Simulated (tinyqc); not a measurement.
What each parameter does: heterojunction of two tight-binding chains.

Left chain: hopping -t1, sites at 2 t1 (band bottom 0). Right chain: hopping -t2, sites at dE + 2 t2 (bottom dE). t = c/(m a^2), c = hbar^2/2m0. The bond across the interface is -tc with tc = f sqrt(t1 t2), and the last left site has the extra energy U. In a chain E = bottom + 2t (1 - cos(ka)); the surface Green function of a half chain is g = -exp(ika)/t, with Im k > 0 where cos(ka) > 1.

Constants: hbar^2/2m0 = 3.80998211 eV angstrom^2.

Values chosen for the exercise (masses and offset of the size met at Si / SiGe; shifted at random, so the results belong to these values and not to a real crystal):
```
symbol  value  unit      meaning
a       4      angstrom  site spacing
m1      0.186  m0        mass on the left
m2      0.192  m0        mass on the right
dE      0.15   eV        band offset
f       1                factor on the interface hopping
U       0      eV        extra energy on the last left site
E       0.31   eV        electron energy
```

T = 4 Im(S1) Im(S2) |G|^2 with G = 1/(E - 2 t1 - U - S1 - S2), S1 = -t1 exp(i k1 a), S2 = -(tc^2/t2) exp(i k2 a).

One parameter was then changed.

Results before and after:
```
case,T,k1 a,k2 a
base,0.9733,0.4972,0.3611
changed,0.9742,0.3963,0.2883
```

Which of these changes was made? (a) f = 0.9; (b) a = 3.2 angstrom; (c) m2 = 0.2304 m0; (d) dE = 0.1 eV; (e) m1 = 0.2232 m0; (f) U = 0.2 eV.

Answer: (b) a = 3.2 angstrom. Of the candidates, run in turn, only this one gives the changed row.

All candidates:
```
case,T,k1 a,k2 a
base,0.9733,0.4972,0.3611
m1 = 0.2232 m0,0.9557,0.5458,0.3611
m2 = 0.2304 m0,0.9863,0.4972,0.3960
dE = 0.1 eV,0.9912,0.4972,0.4144
f = 0.9,0.9145,0.4972,0.3611
U = 0.2 eV,0.9639,0.4972,0.3611
a = 3.2 angstrom,0.9742,0.3963,0.2883
```

(tinyqc, `OMP_NUM_THREADS=1 python tinyqc.py 1451602 1451603 out.jsonl`, Intel(R) Xeon(R) Processor @ 2.30GHz, 1 thread, shared host, about 0.01 s.)
